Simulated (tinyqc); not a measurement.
Free-carrier optics of a doped semiconductor (Drude model with one polar phonon), step by step. Values are carried at full precision from step to step, so a last printed digit may differ when a step is redone from the rounded ones.

eps(E) = ei [1 - Ep^2/(E^2 + i E Gam)] + (es - ei) wT^2/(wT^2 - E^2 - i E gT), with Ep^2 = 8 pi c (e^2/(4 pi eps0)) N/(m ei), c = hbar^2/2m0, N in 1/angstrom^3 (1e-24 per 1/cm^3); Gam = hbar/tau, tau = mu m m0/e with m0/e = 5.685630e-12 kg/C and mu in m^2/(V s). Energies in meV.

Constants: hbar^2/2m0 = 3.80998211 eV angstrom^2; e^2/(4 pi eps0) = 14.39964547 eV angstrom; hbar = 6.58211957e-16 eV s; hbar c = 1973.269805 eV angstrom.

Inputs chosen for the exercise (mass and dielectric values near those of GaN; N and mu are free inputs; interband absorption and the rise of the mass with filling are left out; shifted at random, so the results belong to these values and not to a real crystal):
```
symbol  value    unit        meaning
N       4.5e+19  1/cm^3      carrier density
m       0.205    m0          conductivity mass
mu      65       cm^2/(V s)  mobility
ei      5.48                 high-frequency dielectric constant
wT      70.6     meV         TO phonon
es      9.63                 static dielectric constant
gT      0.5      meV         phonon damping
E       548.2    meV         photon energy
```

## Plasma energy and damping

Evaluate Ep, tau, Gam, the plasma wavelength hc/Ep (hc = 1239.841984 eV nm) and the dc resistivity 1/(e N mu), e = 1.602176634e-19 C.

Ep = 235.02 meV
tau = 7.58 fs
Gam = 86.88 meV
plasma wavelength = 5.28 micrometre
rho = 0.00213 ohm cm

Ep/Gam = 2.71: the edge is smeared by scattering.

## Dielectric function at one energy

Insert the numbers.

free-carrier term = -0.9825+0.1557i
eps = 4.4275+0.1558i

## Optical constants

n + i k = sqrt(eps1 + i eps2) with k >= 0; R = ((n - 1)^2 + k^2)/((n + 1)^2 + k^2) at normal incidence from vacuum; alpha = 2 E k/(hbar c), times 1e8 for 1/cm; loss function Im(-1/eps) = eps2/(eps1^2 + eps2^2).

Convert eps at the photon energy E (in meV) into the optical constants.

n = 2.1045
k = 0.0370
R = 0.1267
alpha = 2.06e+03 1/cm

Light of this energy penetrates 1/alpha = 4.86 micrometre.

## Coupled plasmon-phonon modes

Without damping eps = 0 gives E^4 - (wL^2 + Ep^2) E^2 + Ep^2 wT^2 = 0 with wL = wT sqrt(es/ei) (Lyddane-Sachs-Teller).

wL = 93.59 meV

L-, L+ (meV): 68.11  243.62

L+ lies 8.61 meV above the larger of wL and Ep; L- lies below wT by 2.49 meV.

## Checks

- Integral of E eps2 of the free-carrier term against (pi/2) ei Ep^2 (meV^2): both 4.7544e+05.

Run: tinyqc, `OMP_NUM_THREADS=1 python tinyqc.py 1682682 1682683 out.jsonl`; Intel(R) Xeon(R) Processor @ 2.30GHz, one thread, shared host; about 0.01 s of CPU time with all checks.
